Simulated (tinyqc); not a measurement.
Diffused layer (Gaussian), carriers, mobility and sheet resistance: one step of the calculation.

An n-type layer from the surface x = 0 to the junction xj, N(x) = N0 exp(-(x/Ld)^2). Local neutrality (no depletion at surface or junction, no spilling of carriers), intrinsic carriers neglected, full ionisation of active dopants.

Problem. Sheet quantities by the trapezoid rule. Dose = integral of N, carrier sheet density = integral of n, 1/Rs = q integral of n mu, mean mobility 1/(q Rs sheet density), Hall mobility (unit Hall factor) = integral of n mu^2 over integral of n mu, Hall sheet density = (integral of n mu)^2/integral of n mu^2; all from 0 to xj.

Constants: q = 1.602176634e-19 C. Results are converted to the units shown.

```
point     x (nm)     N (cm^-3)  n (1e19 cm^-3)  mu (cm^2/(V s))
0        0.00000        4.5e19       4.4974000        433.25908
1       17.74907  4.3320243e19       4.3294243        439.21240
2       35.49814  3.8647909e19       3.8621909        457.78444
3       53.24722  3.1953458e19       3.1927458        491.23525
4       70.99629  2.4483103e19       2.4457103        543.76156
5       88.74536  1.7384884e19       1.7358884        622.19390
6      106.49443  1.1440207e19       1.1414207        737.03047
7      124.24351  6.9767430e18       0.6950743        903.68873
8      141.99258  3.9430138e18       0.3917014        1143.3579
9      159.74165  2.0651929e18       0.2039193        1481.6023
10     177.49072  1.0024199e18       0.0976420        1940.7451
11     195.23980  4.5091583e17       0.0424916        2521.0743
12     212.98887  1.8797410e17       0.0161974        3173.5323
13     230.73794  7.2620179e16       0.0046620        3789.7111
14     248.48701        2.6e16       0.0000000        4249.0174
```

Find: dose; carrier sheet density; Rs; mean mobility; Hall mobility; Hall sheet density.

Solution.

dose = 3.629e14 cm^-2
carrier sheet density = 3.622e14 cm^-2
Rs = 31.38 ohm/square
mean mobility = 549.2 cm^2/(V s)
Hall mobility = 646.7 cm^2/(V s)
Hall sheet density = 3.076e14 cm^-2

Carriers make up 99.8 % of the dose. A Hall measurement weights the mobile tail, so its sheet density is 15 % below the true one.

Program tinyqc, `OMP_NUM_THREADS=1 python tinyqc.py 2110152 2110153 out.jsonl`; Intel Xeon 2.30GHz, shared host, one thread, about 0.01 s.
